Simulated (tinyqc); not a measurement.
Precursor delivery and alloy composition in metal-organic vapour-phase epitaxy. Changing the source 2: bath temperature. Computed by tinyqc, a small Python program. Command: `OMP_NUM_THREADS=1 python tinyqc.py 3030635 3030636 out.jsonl movpe sweep`. One thread of a shared host (Intel(R) Xeon(R) Processor @ 2.30GHz), about 0.01 s of CPU time with the checks.

Carrier gas leaves each bubbler saturated. Group-III species cross a boundary layer and react at the surface; element 2 can also desorb. The film is (1)_(1-x) (2)_x V with a zinc-blende cell.

Inputs (values chosen for the exercise, close to those used for InGaP from TEGa and TMIn):
```
quantity                                   value      unit
source 1: a in log10(p/torr) = a - b/T      8.08         -
source 1: b                                 2162         K
source 1: bath temperature                    24         C
source 1: carrier flow                        16      sccm
source 2: a                                10.52         -
source 2: b                                 3014         K
source 2: carrier flow                       160      sccm
bubbler pressure p_b                        1000      torr
group-V hydride flow                          47      sccm
total flow                                     8       slm
reactor pressure p                            40      torr
diffusivity D0 at 273.15 K and 760 torr      0.4    cm^2/s
boundary layer delta                         1.2        cm
prefactor of the surface rate k_s        2.4e+13      cm/s
energy of k_s                                1.9        eV
prefactor of the loss of element 2         4e+15  layers/s
energy of the loss                          3.09        eV
lattice constant a                          5.65  angstrom
growth temperature T                         660         C
```

Constants: k_B = 1.380649e-23 J/K; k_B = 8.617333262e-05 eV/K.

Method:
- Temperatures in kelvin are T(C) + 273.15.
- Vapour pressure p_v = 10^(a - b/T); precursor flow = carrier flow x p_v/(p_b - p_v); 1 sccm = 44.615 micromol/min; V/III = hydride flow over the sum of both; gas share x_g = F2/(F1 + F2).
- Partial pressure p_i = p F_i/(44615 x total flow in slm); density n_i = p_i/(k_B T), 1 torr = 133.322 Pa; D = D0 (T/273.15)^1.75 (760/p), h = D/delta, the same for both; k_s = prefactor x exp(-energy/(k_B T)); arrival J_i = n_i/(1/h + 1/k_s); in layers per second g_i = J_i a^2/2 (two group-III sites per a^2 on (001)).
- Loss of element 2 is r x with r = prefactor x exp(-energy/(k_B T)). Then x = (g2 - r x)/(g1 + g2 - r x), or r x^2 - (g1 + g2 + r) x + g2 = 0, smaller root; growth rate G = g1/(1 - x) layers/s; one layer is a/2 thick, 1 angstrom/s = 0.36 um/h.
- Distribution coefficient = [x/(1 - x)]/[x_g/(1 - x_g)], x_g = g2/(g1 + g2).

One run for each value:
```
source 2: bath temperature (C)  solid share x  growth rate G (um/h)  gas share x_g
9                                     0.49554                0.8918        0.51787
11                                    0.54068                0.9794        0.56088
13                                    0.58455                1.0828        0.60243
15                                    0.62650                1.2044        0.64201
17                                    0.66604                1.3470        0.67925
19                                    0.70281                1.5137        0.71388
21                                    0.73662                1.7080        0.74576
23                                    0.76738                1.9339        0.77483
25                                    0.79513                2.1958        0.80113
```

Over the rows, solid share x rises from 0.496 to 0.795; growth rate G (um/h) rises from 0.892 to 2.20; gas share x_g rises from 0.518 to 0.801. The vapour pressure rises by about 8.2 % per kelvin, so bath control sets composition control.

Caution (all rows): the lattice constant is held fixed as x changes, delta does not respond to the flow, both precursors share one D and k_s, and gas-phase side reactions are left out.
